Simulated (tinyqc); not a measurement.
## Deep-level transient spectroscopy: the DLTS spectrum

Schottky contact on an n-type layer with shallow donors Nd (all ionised) and a donor-like deep trap, neutral when filled and positive when empty; depletion approximation. Traps within lam of the depletion edge stay filled. A long pulse to Vp fills the traps beyond x1 = Wp - lam; back at Vr those between x1 and x2 = Wr - lam emit. A rate window reads S = C(t2) - C(t1).

Emission rate en = sn vth(T) Nc(T) exp(-Et/kB T) = sn g T^2 exp(-Et/kB T), g = vth Nc/(300 K)^2, as vth goes as T^0.5 and Nc as T^1.5 (degeneracy factor 1). lam = sqrt(2 eps0 eps_r (EF - ET)/(q Nd)), EF - ET = Et - (kB T/q) ln(Nc(T)/Nd), Nc(T) = Nc (T/300 K)^1.5. In the steady state at the band bending V, 2 eps0 eps_r V/q = Nd W^2 + Nt (W - lam)^2 (the second term only if W > lam). W(t)^2 = Wr^2 + (Nt/Nd)(x2^2 - x1^2) exp(-en t), C = eps0 eps_r/W; for small Nt, dC/C = -(Nt/2 Nd) G exp(-en t) with G = (x2^2 - x1^2)/Wr^2. For an exponential transient S peaks where en = ew = ln(t2/t1)/(t2 - t1).

Values chosen for this exercise; material values close to those of 4H silicon carbide:
```
symbol    value   unit                                      meaning
eps_r      9.74                               relative permittivity
Nc      1.73e19  cm^-3   conduction-band density of states at 300 K
vth       1.9e7   cm/s                    thermal velocity at 300 K
Nd       2.2e15  cm^-3                        shallow donor density
Vbi        1.36      V                             built-in voltage
Et         0.46     eV  depth of the trap below the conduction edge
sn      2.9e-17   cm^2                        capture cross-section
Nt         1e14  cm^-3                                 trap density
Vr            9      V                                 reverse bias
Vp          0.4      V        reverse bias during the filling pulse
t1          0.1     ms                          first sampling time
t2          0.4     ms                         second sampling time
```

Constants: q = 1.602176634e-19 C, kB = 1.380649e-23 J/K, eps0 = 8.8541878128e-14 F/cm where lengths are in cm. Results are converted to the units shown.

The DLTS spectrum:
```
T (K),en (1/s),S (pF/cm^2)
301,190.59,3.0147
313,406.76,6.1506
324,777.69,10.836
336,1506.4,17.821
348,2794.7,24.808
360,4987.0,27.649
371,8220.9,23.904
383,13752,14.973
395,22338,6.5159
407,35325,1.7986
418,52619,0.32182
430,79525,0.022035
```

S goes from 3.01 through a maximum of 27.6 (at T = 360 K among the rows listed) to 0.0220 pF/cm^2; en equals ew = 4620 1/s at 358.4 K. Colder, the trap has hardly emitted by t2; warmer, it is empty before t1. Rows above half of the largest S span 336 to 383 K.

Numbers from tinyqc (`OMP_NUM_THREADS=1 python tinyqc.py 2050093 2050094 out.jsonl`; about 0.01 s on one thread of a shared Intel Xeon 2.30GHz).
